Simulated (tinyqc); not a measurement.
Heat flow across a film from the phonon Boltzmann equation in the relaxation-time approximation. Convergence with the number of cells. Computed by tinyqc, a small Python program. Command: `OMP_NUM_THREADS=1 python tinyqc.py 3012324 3012325 out.jsonl slabbte sweep`. One thread of a shared host (Intel(R) Xeon(R) Processor @ 2.30GHz), about 0.04 s of CPU time with the checks.

Two black walls, hot at x = 0 and cold at x = L, emit phonons isotropically. For one free path Lambda, with tau = x/Lambda, tau_L = L/Lambda and phi = (T - T_cold)/Delta T, energy balance gives phi(tau) = (1/2) [E2(tau) + int_0^tau_L phi(s) E1(|tau - s|) ds]; E_n are the exponential integrals. The flux over the ballistic flux C v Delta T/4 is psi = 1 - 2 int_0^tau_L phi(s) E2(s) ds, and kappa_eff/kappa = (3/4) tau_L psi. kappa = C v Lambda/3 is an input, so at fixed kappa a longer free path means a smaller C v.

Inputs (values chosen for the exercise, modelled on gallium nitride): film thickness L = 22 nm; free path Lambda_1 = 92 nm.

Free-path groups: two.

Method:
- Cut the film into n equal cells with constant phi, collocated at the centres c_i: the kernel integrates to A_ij = |E2(|c_i - e_j|) - E2(|c_i - e_(j+1)|)|/2 for cell edges e_j, and A_ii = 1 - E2(half a cell); solve (1 - A) phi = E2(c)/2; psi = 1 - 2 sum_j phi_j [E3(e_j) - E3(e_(j+1))].
- In short, (1 - A) phi = b and psi = 1 - 2 sum_j w_j phi_j, with b the right-hand side and w_j the flux weights; the cells divide 0 to tau_L.
- Use 150 and 300 cells and extrapolate psi = (4 psi(300) - psi(150))/3. The jump at the hot wall is 1 - phi there (linear extrapolation from the first two of 300 cells). Two-flux (diffusion with slip) formula: psi = 1/(1 + 3 tau_L/4).

One run for each value:
```
cells n in the small system  psi, small system  psi for Lambda_1
2                                      0.82752           0.82633
3                                      0.82689           0.82633
4                                      0.82666           0.82633
6                                      0.82648           0.82633
8                                      0.82642           0.82633
12                                     0.82637           0.82633
20                                     0.82634           0.82633
40                                     0.82633           0.82633
```

Describe and explain the trends.

Over the rows, psi, small system falls from 0.82752 to 0.82633; psi for Lambda_1 does not change. The error of psi falls from 0.14 % to 0.0005 %; a cell must be thin against the free path.
